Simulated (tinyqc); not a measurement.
Dispersion against the sound-wave line: Born-von Karman spring model of a cubic crystal with one atom per cell. Computed by tinyqc, a small Python program. Command: `OMP_NUM_THREADS=1 python tinyqc.py 3008341 3008342 out.jsonl springs walk`. One thread of a shared host (Intel(R) Xeon(R) Processor @ 2.30GHz), about 0.2 s of CPU time with the checks.

First neighbours lie at a/2 (1,1,0) (12 of them), second at a (1,0,0) (6), with all permutations and signs; the volume per atom is Omega = a^3/4. Two shells of springs match a real metal only roughly, above all at the zone boundary.

Inputs (values chosen for the exercise, modelled on copper): atomic mass M = 63.55 u; radial spring k1L = 1.82 eV/angstrom^2; transverse spring k1T = -0.082 eV/angstrom^2; radial spring k2L = 0.02 eV/angstrom^2; transverse spring k2T = -0.0082 eV/angstrom^2.

Lattice: fcc.

Constants: nu for 1 eV/(angstrom^2 u) = 15.6333042 THz.

Method:
- A neighbour at R with unit vector n couples by the matrix K(R) = kL n n^T + kT (1 - n n^T), and D(q) = (1/M) sum_R K(R) [1 - cos(q.R)].
- An eigenvalue lambda of D in eV/(angstrom^2 u) gives nu = 15.6333042 THz x sqrt(lambda).
- The last column divides the top branch by the straight line with its slope at G. End points in 2 pi/a: X = (1, 0, 0), L = (0.5, 0.5, 0.5).

Frequencies (THz) along two lines:
```
line  fraction of the way    nu 1    nu 2    nu 3  nu 3 / linear
G-X                  0.10  0.7619  0.7619  1.1567        0.99562
G-X                  0.25  1.8662  1.8662  2.8257        0.97289
G-X                  0.40  2.8725  2.8725  4.3304        0.93185
G-X                  0.55  3.7252  3.7252  5.5874        0.87442
G-X                  0.70  4.3749  4.3749  6.5309        0.80306
G-X                  0.85  4.7820  4.7820  7.1149        0.72048
G-X                  1.00  4.9207  4.9207  7.3124        0.62942
G-L                  0.10  0.5165  0.5165  1.1579        0.99589
G-L                  0.25  1.2635  1.2635  2.8326        0.97450
G-L                  0.40  1.9406  1.9406  4.3508        0.93549
G-L                  0.55  2.5106  2.5106  5.6285        0.88016
G-L                  0.70  2.9417  2.9417  6.5952        0.81033
G-L                  0.85  3.2104  3.2104  7.1974        0.72827
G-L                  1.00  3.3016  3.3016  7.4019        0.63662
```

What does the comparison show, and why?

Along G-X the top branch ends at 63 % of its linear extrapolation, near the 2/pi = 64 % of a chain with one spring. Along G-L the top branch ends at 64 % of its linear extrapolation, which is the 2/pi of a pure sine: planes normal to this line couple to their next planes alone. A Debye model keeps the straight line throughout.
